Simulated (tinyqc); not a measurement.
CMOS latch-up, two-transistor model: one step of the calculation.

A parasitic pnp (emitter at Vdd, base shunted by Rw) and npn (emitter at ground, base shunted by Rs) feed each other: the npn collector current flows out of the pnp base node, the pnp collector current into the npn base node. Forward-active transistors with constant gains: Icn = Isn exp(Vn/Vt), Icp = Isp (exp(Vp/Vt) - 1). A current Ii is injected into the npn base node.

Task. The off branch. Node equations: Vp/Rw + Icp/bp = Icn and Vn/Rs + Icn/bn = Icp + Ii. Loop gain G = gn gp/[(1/Rw + gp/bp)(1/Rs + gn/bn)], gn = Icn/Vt, gp = (Icp + Isp)/Vt; the off state ends where G = 1, and Ii there is the trigger current. For each Vn: Icn, then Vp from the first equation, then Ii from the second.

Parameters, values chosen for the exercise; values close to those of bulk CMOS:
- T = 300 K (temperature)
- bn = 13.8 (current gain of the npn)
- bp = 0.9 (current gain of the pnp)
- Isn = 8.6e-15 A (saturation current of the npn at T)
- Isp = 3e-16 A (saturation current of the pnp at T)
- Rs = 990 ohm (substrate resistance shunting the npn)
- Rw = 660 ohm (well resistance shunting the pnp)
- Ii = 0.569 mA (current injected into the substrate)

Constants: q = 1.602176634e-19 C, kB = 1.380649e-23 J/K, Vt = kB T/q. Results are converted to the units shown.

Vn, point 0 to 7 (V): [0.457, 0.537, 0.587, 0.617, 0.637, 0.657, 0.672, 0.687]

Give: Icn; Vp; Icp; Ii; G.

Result.

Icn, point 0 to 7 (mA): [4.0904e-4, 0.0090303, 0.062469, 0.19936, 0.43214, 0.93673, 1.6734, 2.9894]
Vp, point 0 to 7 (V): [2.6996e-4, 0.0059600, 0.041230, 0.13158, 0.28521, 0.61374, 0.72819, 0.75849]
Icp, point 0 to 7 (mA): [3.1492e-15, 7.7785e-14, 1.1782e-12, 4.8402e-11, 1.8557e-8, 0.0061313, 0.51308, 1.6562]
Ii, point 0 to 7 (mA): [0.46165, 0.54308, 0.59746, 0.63768, 0.67475, 0.72538, 0.28697, -0.74564]
G, point 0 to 7: [1.2109e-13, 3.2538e-12, 7.6944e-11, 6.1115e-9, 3.5651e-6, 1.3289, 9.5623, 10.853]

Ii peaks at 0.7256 mA, at Vn = 0.6566 V where G = 1; beyond it the loop feeds itself.

Numbers from tinyqc (`OMP_NUM_THREADS=1 python tinyqc.py 2670137 2670138 out.jsonl`; about 0.08 s on one thread of a shared Intel Xeon 2.30GHz).
